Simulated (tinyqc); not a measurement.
From results back to parameters: carrier statistics of a doped semiconductor with parabolic bands. Four cases, with inputs chosen for the exercise.

Problem. With Boltzmann statistics and no minority carriers, n (n + NA)/(ND - NA - n) = K(T) = (N(T)/2) exp(-E/kB T), E the ionisation energy of the majority dopant and N = 2 (m kB T/(4 pi c))^(3/2) with c = hbar^2/2m0, in 1/angstrom^3; times 1e24 for 1/cm^3, m = m_d. E = ED is known; the two densities were computed from hidden ND and NA.

Constants: hbar^2/2m0 = 3.80998211 eV angstrom^2; kB = 8.617333262e-05 eV/K.

Case 1.

Values chosen (near those of Ge; not measured data): ED = 0.0121 eV (donor level below Ec); m_d = 0.548 m0 (density-of-states mass of the majority band); Ta = 19 K; Tb = 45 K.

n(Ta) = 6.043659e+13 1/cm^3
n(Tb) = 1.355610e+14 1/cm^3

Case 2.

Values chosen (near those of Si; not measured data): ED = 0.0423 eV (donor level below Ec); m_d = 1.092 m0 (density-of-states mass of the majority band); Ta = 65 K; Tb = 136 K.

n(Ta) = 6.514086e+14 1/cm^3
n(Tb) = 8.252250e+16 1/cm^3

Case 3.

Values chosen (near those of GaN; not measured data): ED = 0.0222 eV (donor level below Ec); m_d = 0.204 m0 (density-of-states mass of the majority band); Ta = 22 K; Tb = 41 K.

n(Ta) = 2.745435e+11 1/cm^3
n(Tb) = 6.757317e+13 1/cm^3

Case 4.

Values chosen (near those of GaP; not measured data): ED = 0.0873 eV (donor level below Ec); m_d = 1.079 m0 (density-of-states mass of the majority band); Ta = 111 K; Tb = 179 K.

n(Ta) = 6.335243e+13 1/cm^3
n(Tb) = 1.085645e+14 1/cm^3

Find: K(Ta), K(Tb); ND; NA.

Solution. Each temperature gives one linear equation, K ND - (K + n) NA = n^2 + K n; solve the pair.

Case 1.

K(Ta), K(Tb) (1/cm^3): 5.007e+13  1.305e+16

ND = 1.40e+14 1/cm^3
NA = 3.00e+12 1/cm^3

Case 2.

K(Ta), K(Tb) (1/cm^3): 7.583e+14  1.183e+17

ND = 1.60e+18 1/cm^3
NA = 8.60e+17 1/cm^3

Case 3.

K(Ta), K(Tb) (1/cm^3): 1.885e+11  1.090e+14

ND = 3.20e+14 1/cm^3
NA = 1.30e+14 1/cm^3

Case 4.

K(Ta), K(Tb) (1/cm^3): 3.441e+14  2.258e+16

ND = 3.00e+14 1/cm^3
NA = 1.90e+14 1/cm^3

Computed by tinyqc, one run a case: `OMP_NUM_THREADS=1 python tinyqc.py N N+1 out.jsonl` with N = 1651775, 1651798, 1651953, 1652120; one thread of a shared Intel(R) Xeon(R) Processor @ 2.30GHz, about 0.01 s a run at most.
